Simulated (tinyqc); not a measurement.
Epitaxial growth on a vicinal surface: Burton-Cabrera-Frank step flow, step-edge barrier and island nucleation: one step, computed by the program tinyqc. Command: `OMP_NUM_THREADS=1 python tinyqc.py 3016036 3016037 out.jsonl stepflow walk`. One thread of a shared host (Intel(R) Xeon(R) Processor @ 2.30GHz), about 0.04 s of CPU time with the checks.

Adatoms land at rate F, hop on a square grid (a simplification for hexagonal faces), desorb, or join steps. Lengths are in units of a and n is the adatom coverage. Steps ascend at x = 0 and descend at x = l.

Task: Step flow or islands. Island density on a flat surface without desorption: N = 0.25 (F/D)^(i/(i+2)) exp(E_i/((i+2) k_B T)) per site, with E_i = 0 for i = 1; spacing l_n = N^(-1/2). Step flow needs an effective width l_eff = 2 x(peak) below l_n. Temperatures in kelvin are T(C) + 273.15.

Inputs (values chosen for the exercise, close to those used for GaN(0001)): deposition rate F = 0.16 layers/s; temperature T = 820 C; critical nucleus size i = 1.

D = 2.935002e+07 a^2/s

position of the peak = 119.1071 a

Constants: k_B = 8.617333262e-05 eV/K.

Give: island density N on a flat surface; island spacing l_n; ratio l_eff/l_n.

Result:

island density N on a flat surface = 4.3999e-04 per site

island spacing l_n = 47.674 a

ratio l_eff/l_n = 4.9968

Islands nucleate on the terraces, and a step-flow solution would overstate the coverage. Caution: twice the distance from the ascending step to the coverage peak exceeds the expected island spacing [0.25 (F/D)^(i/(i+2)) exp(E_i/((i+2) k_B T))]^(-1/2) by 40 % or more, so islands nucleate and the step-flow values are formal. Caution: the prefactor 0.25 and the criterion are estimates, good to a factor of about two in length.
